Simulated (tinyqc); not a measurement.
Yield per ion against the flux ratio: ion-assisted plasma etching: sheath, surface coverage, synergy and aspect-ratio dependence. Computed by tinyqc, a small Python program. Command: `OMP_NUM_THREADS=1 python tinyqc.py 3024224 3024225 out.jsonl etch walk`. One thread of a shared host (Intel(R) Xeon(R) Processor @ 2.30GHz), about 0.08 s of CPU time with the checks.

Radicals adsorb on bare sites; ions remove covered sites with a high yield and bare sites by sputtering; a slow spontaneous reaction acts everywhere, walls included.

Inputs (values chosen for the exercise, close to those used for silicon in a halogen plasma):
```
quantity                                value       unit
plasma density n_e                    1.9e+10     1/cm^3
electron temperature T_e                  2.8         eV
ion mass M_i                               71          u
sheath voltage V                           81          V
radical density n                     2.6e+13     1/cm^3
radical mass M_n                         35.5          u
gas temperature T_g                       400          K
sticking coefficient s                   0.52          -
radicals per removed unit x                 2          -
yield slope b                           0.091  eV^(-1/2)
threshold E_th                             18         eV
sputter slope b_p                       0.017  eV^(-1/2)
sputter threshold E_p                      32         eV
spontaneous reaction probability k_c    1e-05          -
solid density N                         5e+22     1/cm^3
ion temperature T_i                      0.15         eV
```

Feature: round hole.

Constants: e = 1.602176634e-19 C; u = 1.6605390666e-27 kg; k_B = 1.380649e-23 J/K; eps_0 = 8.8541878128e-12 F/m.

Method:
- Bohm speed u_B = sqrt(e T_e/M_i); ion flux G_i = 0.61 n_e u_B; radical flux G_n = n c/4 with c = sqrt(8 k_B T_g/(pi M_n)).
- Debye length lambda_D = sqrt(eps_0 T_e/(e n_s)) with n_s = 0.61 n_e, T_e in volts; Child-law sheath d = (sqrt2/3) lambda_D (2 V/T_e)^(3/4); ion energy E = V + T_e/2; angular spread = arctan(sqrt(T_i/E)).
- Yields: Y = b (sqrt(E) - sqrt(E_th)) on covered sites, Y_p = b_p (sqrt(E) - sqrt(E_p)) on bare ones (zero below threshold).
- Steady coverage: s G_n (1 - theta) = x Y G_i theta; removal flux = Y G_i theta + Y_p G_i (1 - theta) + k_c G_n; rate = flux/N, 1 cm/s = 6e8 nm/min.
- The ion flux is fixed and the radical flux set by the ratio; the removal per ion is the removal flux over G_i.

yield Y = 0.439967

sputter yield Y_p = 0.0581500

ion flux G_i = 2.26081e+15 1/(cm^2 s)

Open field:
```
G_n/G_i    theta  rate (nm/min)  removal per ion
0.3      0.15059          3.138          0.11565
1        0.37145          5.426          0.19998
3        0.63936          8.201          0.30230
10       0.85527         10.440          0.38481
30       0.94661         11.391          0.41988
100      0.98336         11.791          0.43461
300      0.99439         11.959          0.44083
1000     0.99831         12.190          0.44932
3000     0.99944         12.744          0.46975
```

What does the comparison show, and why?

Coverage reaches one half at G_n/G_i = x Y/s = 1.69. Below that the ion-assisted part follows the radical flux, on top of the sputter floor Y_p = 0.0582; above it the ion-assisted part saturates at Y = 0.440 per ion, and the further rise to 0.470 comes from the spontaneous reaction, which costs anisotropy.
